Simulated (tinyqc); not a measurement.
Band-to-band tunnelling across a p-n junction in a two-band chain: one step. Hopping, field and tunnelling length. Two cases, with inputs chosen for the exercise.

Problem. Form t, V0, E, the field F = V0/((2N + 1) a/2) (1 V/angstrom = 100 MV/cm) and the length Eg/F over which E lies in the gap.

Sites alternate A at -Eg/2 and C at +Eg/2 with hopping -t; near the edges, with k counted from the zone boundary pi/a, E^2 = (Eg/2)^2 + (t a k)^2, so t = sqrt(c Eg/m)/a gives the mass m, c = hbar^2/2m0. In the gap cosh(q a) = 1 + (Eg^2/4 - e^2)/(2 t^2), e the energy from the local mid-gap. The potential is V0 = Eg + ov on the p side (left), 0 on the n side, and falls linearly over the 2N sites of the junction, V_j = V0 (1 - j/(2N + 1)), j = 1 to 2N, site 1 being A. E = Eg/2 + x ov. A half chain that ends on a site of level e1 with neighbour e2 has g = (1 + z)/(E - e1), z = exp(-/+ i k a) the root with Im g < 0, cos(k a) = (E - e1)(E - e2)/(2 t^2) - 1. S_L = t^2 g (ending on C, shifted by V0), S_R = t^2 g (starting on A). T = 4 Im(S_L) Im(S_R) |G_(1,2N)|^2.

Constants: hbar^2/2m0 = 3.80998211 eV angstrom^2.

Case 1.

Values chosen (gap and mass near those of InGaAs; the results hold for these values, not for the real material):
- Eg = 0.728 eV (gap)
- m = 0.0441 m0 (mass of electron and light hole)
- a = 6 angstrom (period (two sites))
- ov = 0.22 eV (overlap: top of the valence band on the p side above the conduction edge on the n side)
- N = 5 (periods in the small junction)
- x = 0.65 (energy above the n-side conduction edge, as a share of ov)

Case 2.

Values chosen (gap and mass near those of InAs; the results hold for these values, not for the real material):
- Eg = 0.348 eV (gap)
- m = 0.0251 m0 (mass of electron and light hole)
- a = 4 angstrom (period (two sites))
- ov = 0.23 eV (overlap: top of the valence band on the p side above the conduction edge on the n side)
- N = 5 (periods in the small junction)
- x = 0.57 (energy above the n-side conduction edge, as a share of ov)

Give: t; V0; E; F; tunnelling length.

Solution.

Case 1.

t = 1.3218 eV
V0 = 0.9480 eV
E = 0.5070 eV
F = 2.873 MV/cm
tunnelling length = 25.34 angstrom

Case 2.

t = 1.8170 eV
V0 = 0.5780 eV
E = 0.3051 eV
F = 2.627 MV/cm
tunnelling length = 13.25 angstrom

So short a junction keeps the matrix small; its field is of the size of the 1 to 3 MV/cm of tunnel diodes.

Computed by tinyqc, one run a case: `OMP_NUM_THREADS=1 python tinyqc.py N N+1 out.jsonl` with N = 1481993, 1482143; one thread of a shared Intel(R) Xeon(R) Processor @ 2.30GHz, about 0.01 s a run at most.
